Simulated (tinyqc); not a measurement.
Rapid thermal processing of a wafer: radiative balance, ramp and cooling, pattern effects, pyrometer error and spike budget: one step, computed by the program tinyqc. Command: `OMP_NUM_THREADS=1 python tinyqc.py 3111459 3111460 out.jsonl rtp walk`. One thread of a shared host (Intel(R) Xeon(R) Processor @ 2.30GHz), about 0.04 s of CPU time with the checks.

The wafer is opaque and uniform through its thickness unless said otherwise; temperatures in formulas are in kelvin (C + 273.15). sigma = 5.670374419e-12 W/(cm^2 K^4).

Task: Power to hold and to ramp. Effective emissivity between parallel grey plates: eps_eff = 1/(1/eps + 1/(1 - r) - 1). Loss per area q(T) = 2 eps_eff sigma (T^4 - T_w^4) + h (T - T_w). Absorbed power during a ramp = q(T) + C d x ramp rate; thermal time constant tau = C d/(dq/dT), dq/dT = 8 eps_eff sigma T^3 + h; natural cooling rate q/(C d); front-to-back difference under one-sided heating at the end of the ramp = (absorbed power) d/(2 k).

Inputs (values chosen for the exercise, modelled on a hot silicon wafer):
```
quantity                                              value         unit
wafer thickness d                                       525   micrometre
heat capacity per volume C                             2.17   J/(cm^3 K)
thermal conductivity k                                 0.28     W/(cm K)
emissivity eps of each face                            0.58            -
reflectivity of the chamber walls r                    0.46            -
gas heat-transfer coefficient h, both faces together   0.85  mW/(cm^2 K)
wall temperature T_w                                    700            K
process temperature                                     677            C
ramp rate                                                50          K/s
```

Give: eps_eff; holding power q; power at the end of the ramp; dq/dT; time constant tau; natural cooling rate; front-to-back difference.

Result:

eps_eff = 0.3882

holding power q = 2.744 W/cm^2

power at the end of the ramp = 8.440 W/cm^2

dq/dT = 15.96 mW/(cm^2 K)

time constant tau = 7.140 s

natural cooling rate = 24.08 K/s

front-to-back difference = 0.7912 K

Radiation carries 92 % of the loss. The ramp needs 3.1 times the holding power.
